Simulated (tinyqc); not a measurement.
# Subthreshold parameters from three currents

Question. Far below threshold and for Vds well above Vt the virtual-source current tends to I = Cinv n Vt vx0 exp((Vgs - VT0 + dl Vds + al Vt)/(n Vt)) per width, with constant n; the three currents follow this limit. Find n, dl and VT0.

Values chosen for this exercise:
```
symbol   value     unit                                                         meaning
T          325        K                                                     temperature
Cinv      1.52  uF/cm^2                                           inversion capacitance
vx0     1.66e7     cm/s                                  velocity at the virtual source
al         3.5           threshold shift (in units of Vt) from weak to strong inversion
```

Constants: q = 1.602176634e-19 C, kB = 1.380649e-23 J/K, Vt = kB T/q. Results are converted to the units shown.

I at (Vgs, Vds) = (-0.2, 0.3), (-0.11, 0.3) and (-0.2, 0.7) V (nA/um): [1.1564852, 17.216273, 5.0613949]

Answer. The first two currents differ in Vgs alone and give n; the first and third differ in Vds alone and give dl; the size of the first then gives VT0.

n = 1.19
dl = 0.123 V/V
VT0 = 0.308 V

Program tinyqc, `OMP_NUM_THREADS=1 python tinyqc.py 2380030 2380031 out.jsonl`; Intel Xeon 2.30GHz, shared host, one thread, about 0.01 s.
